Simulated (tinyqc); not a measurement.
Inside a calculation. Method: CCSD on RHF in the sto-3g basis, for H4, spin multiplicity 1. Computed by tinyqc, a small Python program that keeps every step (integrals from PySCF). Settings: charge = 0, multiplicity = 1, basis = sto-3g, method = RHF, energy threshold = 1e-10, iteration cap = 66, orthogonalisation = symmetric, start = Wolfsberg-Helmholz matrix, DIIS depth = 6, amplitude equations = CCSD, DIIS depth for amplitudes = 0, cap on updates = 71. Command: `OMP_NUM_THREADS=1 python tinyqc.py 28585 28586 out.jsonl` (the two numbers bound the seeds that draw the settings). One thread of a shared host (Intel(R) Xeon(R) Processor @ 2.60GHz), about 0.2 s of CPU time with the checks. The early iterations of the SCF are left out here.

## One-electron integrals

Geometry (angstrom):
```
atom       x       y       z
H     0.0000  0.0000  0.0000
H     0.0000  0.0000  0.7320
H     0.0000  1.4390  0.0000
H     0.0000  1.4390  0.7320
```

Basis sto-3g: exponents (1/bohr^2) and contraction coefficients of normalised primitives:
```
element  l (shell)  exponent  coefficient
H            s (1)    3.4253       0.1543
H            s (1)    0.6239       0.5353
H            s (1)    0.1689       0.4446
```

Overlap, kinetic and nuclear-attraction integrals over the contracted functions; the nuclear repulsion is the sum of Za Zb / Rab.

nuclear repulsion = 2.836857 hartree

overlap S, order 1H 1s, 2H 1s, 3H 1s, 4H 1s:
$$\begin{pmatrix}
1.0000 & 0.6651 & 0.2800 & 0.2174 \\
0.6651 & 1.0000 & 0.2174 & 0.2800 \\
0.2800 & 0.2174 & 1.0000 & 0.6651 \\
0.2174 & 0.2800 & 0.6651 & 1.0000
\end{pmatrix}$$

kinetic energy T (hartree), order 1H 1s, 2H 1s, 3H 1s, 4H 1s:
$$\begin{pmatrix}
0.7600 & 0.2418 & 0.0154 & 0.0016 \\
0.2418 & 0.7600 & 0.0016 & 0.0154 \\
0.0154 & 0.0016 & 0.7600 & 0.2418 \\
0.0016 & 0.0154 & 0.2418 & 0.7600
\end{pmatrix}$$

nuclear attraction V (hartree), order 1H 1s, 2H 1s, 3H 1s, 4H 1s:
$$\begin{pmatrix}
-2.5790 & -1.6797 & -0.6469 & -0.5150 \\
-1.6797 & -2.5790 & -0.5150 & -0.6469 \\
-0.6469 & -0.5150 & -2.5790 & -1.6797 \\
-0.5150 & -0.6469 & -1.6797 & -2.5790
\end{pmatrix}$$

core Hamiltonian H = T + V (hartree), order 1H 1s, 2H 1s, 3H 1s, 4H 1s:
$$\begin{pmatrix}
-1.8190 & -1.4380 & -0.6315 & -0.5134 \\
-1.4380 & -1.8190 & -0.5134 & -0.6315 \\
-0.6315 & -0.5134 & -1.8190 & -1.4380 \\
-0.5134 & -0.6315 & -1.4380 & -1.8190
\end{pmatrix}$$

## Two-electron integrals

Functions are numbered as in S; the eight-fold symmetry (ij|kl) = (ji|kl) = (kl|ij) leaves the list below.

Two-electron integrals (ij|kl) in chemists' order, unique and non-zero (hartree):
```
(11|11) 0.7746   (21|11) 0.4492   (21|21) 0.3029   (22|11) 0.5730
(22|21) 0.4492   (22|22) 0.7746   (31|11) 0.1528   (31|21) 0.0938
(31|22) 0.1266   (31|31) 0.0451   (32|11) 0.1085   (32|21) 0.0747
(32|22) 0.1129   (32|31) 0.0328   (32|32) 0.0262   (33|11) 0.3588
(33|21) 0.2303   (33|22) 0.3234   (33|31) 0.1528   (33|32) 0.1129
(33|33) 0.7746   (41|11) 0.1129   (41|21) 0.0747   (41|22) 0.1085
(41|31) 0.0328   (41|32) 0.0259   (41|33) 0.1085   (41|41) 0.0262
(42|11) 0.1266   (42|21) 0.0938   (42|22) 0.1528   (42|31) 0.0377
(42|32) 0.0328   (42|33) 0.1266   (42|41) 0.0328   (42|42) 0.0451
(43|11) 0.2303   (43|21) 0.1558   (43|22) 0.2303   (43|31) 0.0938
(43|32) 0.0747   (43|33) 0.4492   (43|41) 0.0747   (43|42) 0.0938
(43|43) 0.3029   (44|11) 0.3234   (44|21) 0.2303   (44|22) 0.3588
(44|31) 0.1266   (44|32) 0.1085   (44|33) 0.5730   (44|41) 0.1129
(44|42) 0.1528   (44|43) 0.4492   (44|44) 0.7746
```

## Orthogonalisation

S = U s U^T; symmetric (Loewdin) form X = U s^(-1/2) U^T, so that X^T S X = 1.

eigenvalues of S: [0.2723, 0.3975, 1.1677, 2.1625]

X, order 1H 1s, 2H 1s, 3H 1s, 4H 1s:
$$\begin{pmatrix}
1.2770 & -0.4743 & -0.1439 & 0.0212 \\
-0.4743 & 1.2770 & 0.0212 & -0.1439 \\
-0.1439 & 0.0212 & 1.2770 & -0.4743 \\
0.0212 & -0.1439 & -0.4743 & 1.2770
\end{pmatrix}$$

## Iteration 2 (converged): orbitals

converged F (hartree), order 1H 1s, 2H 1s, 3H 1s, 4H 1s:
$$\begin{pmatrix}
-0.3927 & -0.6178 & -0.2481 & -0.2344 \\
-0.6178 & -0.3927 & -0.2344 & -0.2481 \\
-0.2481 & -0.2344 & -0.3927 & -0.6178 \\
-0.2344 & -0.2481 & -0.6178 & -0.3927
\end{pmatrix}$$

Diagonalise F' = X^T F X, C = X C', fill 2 alpha and 2 beta electrons from the bottom; D = 2 C_occ C_occ^T. Each column has its largest component positive (the first on a tie).

F' = X^T F X (hartree):
$$\begin{pmatrix}
0.0665 & -0.6378 & -0.1458 & 0.0267 \\
-0.6378 & 0.0665 & 0.0267 & -0.1458 \\
-0.1458 & 0.0267 & 0.0665 & -0.6378 \\
0.0267 & -0.1458 & -0.6378 & 0.0665
\end{pmatrix}$$

orbital energies (hartree): MO1 -0.6904, MO2 -0.4522, MO3 0.5319, MO4 0.8768

coefficients C, order 1H 1s, 2H 1s, 3H 1s, 4H 1s:
$$\begin{pmatrix}
0.3400 & 0.4627 & 0.7930 & 0.9582 \\
0.3400 & 0.4627 & -0.7930 & -0.9582 \\
0.3400 & -0.4627 & 0.7930 & -0.9582 \\
0.3400 & -0.4627 & -0.7930 & 0.9582
\end{pmatrix}$$

D after iteration 2, order 1H 1s, 2H 1s, 3H 1s, 4H 1s:
$$\begin{pmatrix}
0.6594 & 0.6594 & -0.1970 & -0.1970 \\
0.6594 & 0.6594 & -0.1970 & -0.1970 \\
-0.1970 & -0.1970 & 0.6594 & 0.6594 \\
-0.1970 & -0.1970 & 0.6594 & 0.6594
\end{pmatrix}$$

## Convergence

Stop when the energy changes by less than 1e-10 hartree and every element of the error matrix X^T (F D S - S D F) X is below 3e-06.

Course of the cycle:
```
iteration  E (hartree)     change  largest element of the error matrix
1            -2.150011          -                             8.47e-16
2            -2.150011  -1.78e-15                             1.08e-15
```

PySCF RHF in the same basis = -2.150011 hartree

Converged in 2 iterations.

## Integrals over molecular orbitals

(pq|rs) = sum C_ip C_jq C_kr C_ls (ij|kl), one index at a time.

one-electron integrals over orbitals h = C^T H C (hartree):
$$\begin{pmatrix}
-2.0355 & 0.0000 & 0.0000 & 0.0000 \\
0.0000 & -1.8087 & 0.0000 & 0.0000 \\
0.0000 & 0.0000 & -1.2556 & 0.0000 \\
0.0000 & 0.0000 & 0.0000 & -0.9653
\end{pmatrix}$$

Two-electron integrals over orbitals (pq|rs), unique and non-zero (hartree):
```
(11|11) 0.5104   (21|21) 0.1817   (22|11) 0.5082   (22|22) 0.5218
(31|31) 0.1038   (32|32) 0.0804   (33|11) 0.4926   (33|22) 0.4933
(33|33) 0.5002   (41|32) 0.0792   (41|41) 0.0782   (42|31) 0.1063
(42|42) 0.1155   (43|21) 0.1775   (43|43) 0.1945   (44|11) 0.5036
(44|22) 0.5143   (44|33) 0.5122   (44|44) 0.5334
```

## CCSD: starting amplitudes

t_ij^ab = <ij||ab> / (e_i + e_j - e_a - e_b), whose energy is MP2.

Starting amplitudes (spin orbitals 1a, 1b, ...; amplitudes related by a flip of all spins are not repeated):
```
from      to        t
2a 2b  4a 4b  -0.0435
1a 1b  3a 3b  -0.0424
1a 2b  3a 4b  -0.0417
2a 2b  3a 3b  -0.0408
1a 2b  3b 4a   0.0311
1a 1b  4a 4b  -0.0249
1a 2a  3a 4a  -0.0106
```

correlation energy = -0.029004 hartree

## CCSD: amplitude update 1

t_i^a D_i^a and t_ij^ab D_ij^ab are set to the remaining terms of the spin-orbital equations, evaluated with the old amplitudes; for the doubles these are <ij||ab> + 1/2 <ab||ef> t_ij^ef + 1/2 <mn||ij> t_mn^ab + P(ij)P(ab) <mb||ej> t_im^ae + terms in t^2 + terms with t1, D the orbital-energy denominators.

Amplitudes after update 1 (spin orbitals 1a, 1b, ...; amplitudes related by a flip of all spins are not repeated):
```
from      to        t
2a 2b  3a 3b  -0.0601
2a 2b  4a 4b  -0.0567
1a 1b  3a 3b  -0.0563
1a 2b  3a 4b  -0.0554
1a 2b  3b 4a   0.0439
1a 1b  4a 4b  -0.0334
1a 2a  3a 4a  -0.0114
```

correlation energy = -0.039174 hartree

## CCSD: convergence

E_corr = 1/4 sum <ij||ab> t_ij^ab + 1/2 sum <ij||ab> t_i^a t_j^b; stop when the norm of the change is below 1e-8.

Course of the amplitude iterations:
```
update  correlation energy (hartree)  norm of the change
0                          -0.029004                   -
1                          -0.039174            7.79e-02
2                          -0.042787            2.91e-02
3                          -0.044095            1.11e-02
4                          -0.044576            4.35e-03
5                          -0.044757            1.75e-03
6                          -0.044825            7.35e-04
7                          -0.044851            3.24e-04
8                          -0.044861            1.51e-04
9                          -0.044865            7.34e-05
10                         -0.044867            3.71e-05
11                         -0.044867            1.91e-05
12                         -0.044867            1.00e-05
13                         -0.044868            5.30e-06
14                         -0.044868            2.81e-06
15                         -0.044868            1.50e-06
16                         -0.044868            7.97e-07
17                         -0.044868            4.25e-07
18                         -0.044868            2.27e-07
19                         -0.044868            1.21e-07
20                         -0.044868            6.47e-08
21                         -0.044868            3.46e-08
22                         -0.044868            1.85e-08
23                         -0.044868            9.87e-09
```

Converged amplitudes (spin orbitals 1a, 1b, ...; amplitudes related by a flip of all spins are not repeated):
```
from      to        t
2a 2b  3a 3b  -0.0753
1a 1b  3a 3b  -0.0629
1a 2b  3a 4b  -0.0627
2a 2b  4a 4b  -0.0623
1a 2b  3b 4a   0.0518
1a 1b  4a 4b  -0.0380
1a 2a  3a 4a  -0.0109
```

CCSD total energy = -2.194878 hartree

T1 diagnostic, norm of the one-spin t1 over sqrt(correlated electrons) = 0.0000

Converged in 23 updates.
